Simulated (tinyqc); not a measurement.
The basis set: RHF and MP2 along a ladder of basis sets, for BeH2, spin multiplicity 1. Computed by the program tinyqc with PySCF. 

Geometry (angstrom):

| atom | x | y | z |
|---|---|---|---|
| Be | 0.0000 | 0.0000 | 0.0000 |
| H | 0.0000 | 1.2670 | 0.0000 |
| H | 0.0000 | -1.3610 | 0.0000 |

Same geometry throughout; the dipole is taken about the origin.

RHF and frozen-core MP2 in a ladder of bases:

| basis | functions | E(RHF) (hartree) | E(MP2 corr) (hartree) | HOMO (eV) | LUMO (eV) | dipole (debye) |
|---|---|---|---|---|---|---|
| sto-3g | 7 | -15.559155 | -0.022587 | -11.4999 | 5.7484 | 0.0109 |
| 3-21g | 13 | -15.671931 | -0.028002 | -12.2162 | 2.2320 | 0.1544 |
| 6-31g | 13 | -15.757688 | -0.028201 | -12.1815 | 2.4494 | 0.1686 |
| 6-31g** | 24 | -15.765073 | -0.048714 | -12.1137 | 2.4953 | 0.1589 |
| cc-pvdz | 24 | -15.765560 | -0.050857 | -12.1655 | 1.9194 | 0.1565 |
| cc-pvtz | 58 | -15.769870 | -0.060696 | -12.2148 | 1.6384 | 0.1624 |

From cc-pVDZ to cc-pVTZ the RHF energy falls by 4.3 mhartree and the correlation energy by 9.8. If valence correlation converges as X^-3, (27 E(T) - 8 E(D))/19 gives -0.0648 hartree, a rough estimate from such small X that usually falls short; STO-3G holds about 35 % of it. Beyond STO-3G the LUMO moves by 0.9 eV and the HOMO by 0.1 eV.
